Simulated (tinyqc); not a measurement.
# Changing the Fermi level E_F

Model: formation energy of a charged point defect from supercell energies. Computed by tinyqc, a small Python program. Command: `OMP_NUM_THREADS=1 python tinyqc.py 3004862 3004863 out.jsonl formation sweep`. One thread of a shared host (Intel(R) Xeon(R) Processor @ 2.30GHz), about 0.01 s of CPU time with the checks.

The host is a compound AB. Making the defect adds n_A = 0, n_B = -1 atoms to the cell. All total energies are inputs. E_F is counted from the valence-band maximum (VBM); x = 0 is A-rich and x = 1 B-rich growth.

Inputs (values chosen for the exercise, for a model compound AB):
```
quantity                       value      unit
E_VBM of the host cell         2.877        eV
potential alignment dV          0.14        eV
dielectric constant eps         9.33         -
cell length L                   15.1  angstrom
mu_B of the pure element      -4.613        eV
formation enthalpy dH of AB    -1.78        eV
growth condition x              0.16         -
temperature T                   1000         K
site density N_s             4.1e+22     cm^-3
```

Defect: vacancy of B. Supercell lattice: sc.

charge states q: 1  0  -1

E(defect, q) - E(host), in the order of q (eV): 5.682  9.204  14.209

Constants: e^2/(4 pi eps_0) = 14.39964548 eV angstrom; k_B = 8.617333262e-05 eV/K.

Method:
- dmu_A = x dH and dmu_B = (1 - x) dH, so that dmu_A + dmu_B = dH; mu = mu(element) + dmu.
- The reservoir term is sum n_i mu_i.
- Image-charge correction of a point charge in a neutralising background: E_corr = q^2 alpha e^2/(4 pi eps_0) / (2 eps L), alpha = 2.837297 for a sc array with L the cube root of the volume.
- E_f(q, E_F) = [E(defect, q) - E(host)] - sum n_i mu_i + q (E_VBM + dV + E_F) + E_corr(q).
- E_f(q, E_F) = E_f(q, 0) + q E_F.
- c_q = N_s exp(-E_f(q, E_F)/k_B T), with all degeneracy factors one and no vibrational entropy.

One run for each value:
```
Fermi level E_F (eV)  lowest formation energy (eV)  total concentration (cm^-3)  mean charge (e)
0.110                                        2.846                    1.967e+08        9.479e-01
0.391                                        3.096                    1.740e+07        4.110e-01
0.672                                        3.096                    1.052e+07        2.607e-02
0.953                                        3.096                    1.026e+07        1.024e-03
1.230                                        3.096                    1.025e+07        1.312e-05
1.520                                        3.096                    1.026e+07       -8.119e-04
1.800                                        3.096                    1.046e+07       -2.055e-02
2.080                                        3.096                    1.579e+07       -3.509e-01
2.360                                        2.869                    1.530e+08       -9.330e-01
2.640                                        2.589                    3.690e+09       -9.972e-01
```

Over the rows, lowest formation energy (eV) goes from 2.85 through a maximum among these rows, 3.10 at 0.391, to 2.59; total concentration (cm^-3) goes from 1.97e8 through a minimum among these rows, 1.02e7 at 1.23, to 3.69e9; mean charge (e) falls from 0.948 to -0.997. The mean charge steps down as E_F passes each level, and d ln c/d E_F = -(mean charge)/k_B T.

Extremes, crossings and ranges named in words are read from the listed rows.
